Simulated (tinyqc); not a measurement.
Inside a calculation. Method: tight binding, dimerised chain. One step of it, computed by the program tinyqc.

Question. Levels at X. Diagonalise the Hermitian matrix.

H(k) at X (eV):
```
          A          B
A  0.290000   0.230000
B  0.230000  -0.290000
```

Give: eigenvalues; weights |c|^2 of the basis functions.

Answer.

eigenvalues (eV): -0.3701  0.3701

weights |c|^2 of the basis functions:
```
   band 1  band 2
A  0.1083  0.8917
B  0.8917  0.1083
```
